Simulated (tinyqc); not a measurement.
# Undoped symmetric double-gate MOSFET, analytic potential model, step by step

Computed by the program tinyqc: `OMP_NUM_THREADS=1 python tinyqc.py 2440042 2440043 out.jsonl`, one thread of a shared Intel Xeon 2.30GHz, about 0.01 s for the whole run. Printed values are rounded.

An undoped body of thickness ts between two equal insulators and tied gates; long channel, electrons only, n = ni exp((psi - V)/Vt) with V the quasi-Fermi potential (0 at the source, Vd at the drain), constant mobility, no quantisation. Across the body psi(x) = V - 2 Vt ln[(ts/(2 beta)) sqrt(q ni/(2 eps0 eps_r Vt)) cos(2 beta x/ts)], x from the centre. Q is the electron charge per area of the whole body.

Inputs (values chosen for the exercise); material values close to those of silicon:
```
symbol    value        unit                                             meaning
T           300           K                                         temperature
Eg         1.11          eV                                            band gap
eps_r      11.6                      relative permittivity of the semiconductor
Nc      2.75e19       cm^-3              conduction-band density of states at T
Nv       2.7e19       cm^-3                 valence-band density of states at T
eox        25.7                     relative permittivity of the gate insulator
tox         5.8          nm                                 insulator thickness
ts           15          nm                                      body thickness
dphi       0.25           V  gate work function less that of the intrinsic body
mu          690  cm^2/(V s)                                    channel mobility
L           0.1          um                                         gate length
Vg         0.66           V                                        gate voltage
Vd          0.5           V                                       drain voltage
```

Constants: q = 1.602176634e-19 C, kB = 1.380649e-23 J/K, Vt = kB T/q, eps0 = 8.8541878128e-14 F/cm where lengths are in cm. Results are converted to the units shown.

## Constants of the body

ni = sqrt(Nc Nv) exp(-Eg/(2 Vt)), Eg in volts; r = eps_r tox/(eox ts); V0 = dphi + 2 Vt ln[(2/ts) sqrt(2 eps0 eps_r Vt/(q ni))].

ni = 1.293477e10 cm^-3
r = 0.1745266
V0 = 0.7058855 V

## Iteration 1: beta at the source by Newton steps

beta at the start = 1.2

With V = 0: f = ln(beta) - ln(cos beta) + 2 r beta tan(beta) - (Vg - V0)/(2 Vt); f' = 1/beta + tan(beta) + 2 r [tan(beta) + beta/cos^2(beta)]; beta(new) = beta - f/f'.

f = 3.162291
f' = 7.493354
beta after iteration 1 = 0.7779872

## Iteration 2: beta at the source by Newton steps

As before.

f = 1.243201
f' = 3.149758
beta after iteration 2 = 0.3832900

## Course of the iteration: beta at the source by Newton steps

Stop when beta changes by less than 1e-11, or after 40 iterations. beta must stay between 0 and pi/2.

Course of the iteration:

| iteration | beta | \|change\| |
|---|---|---|
| 1 | 0.7779872 | 0.422 |
| 2 | 0.3832900 | 0.395 |
| 3 | 0.3658267 | 0.0175 |
| 4 | 0.3660482 | 2.22e-4 |
| 5 | 0.3660482 | 3.91e-8 |
| 6 | 0.3660482 | < 1e-13 |

Converged in 6 iterations. At the end the number of correct digits about doubles with each step.

## Charges and drain current

beta_s = 0.3660482
beta_d = 2.598745e-5

beta (between 0 and pi/2) solves (Vg - V0 - V)/(2 Vt) = ln(beta) - ln(cos beta) + 2 r beta tan(beta). Q = 8 eps0 eps_r Vt beta tan(beta)/ts; I = mu (1/L)(4 eps0 eps_r/ts)(2 Vt)^2 [g(beta_s) - g(beta_d)] per width, g = beta tan(beta) - beta^2/2 + r beta^2 tan^2(beta), with beta_s at V = 0 and beta_d at V = Vd.

Qs = 19.87027 nC/cm^2
Qd = 9.563718e-8 nC/cm^2
g(beta_s) = 0.07675549
g(beta_d) = 3.376737e-10
I = 3.877772 uA/um

The term r beta^2 tan^2(beta), which gives the square law, makes up 4.48 % of g at the source.

## Potential and electron density across the body at the source

| point | x/ts |
|---|---|
| 0 | 0 |
| 1 | 0.1 |
| 2 | 0.2 |
| 3 | 0.3 |
| 4 | 0.4 |
| 5 | 0.45 |
| 6 | 0.5 |

psi(x) as above with V = 0 and beta = beta_s; n = ni exp(psi/Vt).

| point | psi (V) | n (cm^-3) |
|---|---|---|
| 0 | 0.4039235 | 7.895408e16 |
| 1 | 0.4040622 | 7.937876e16 |
| 2 | 0.4044797 | 8.067124e16 |
| 3 | 0.4051807 | 8.288849e16 |
| 4 | 0.4061728 | 8.613151e16 |
| 5 | 0.4067816 | 8.818363e16 |
| 6 | 0.4074677 | 9.055537e16 |

The density at the surface is 1.15 times that at the centre (1/cos^2 beta).
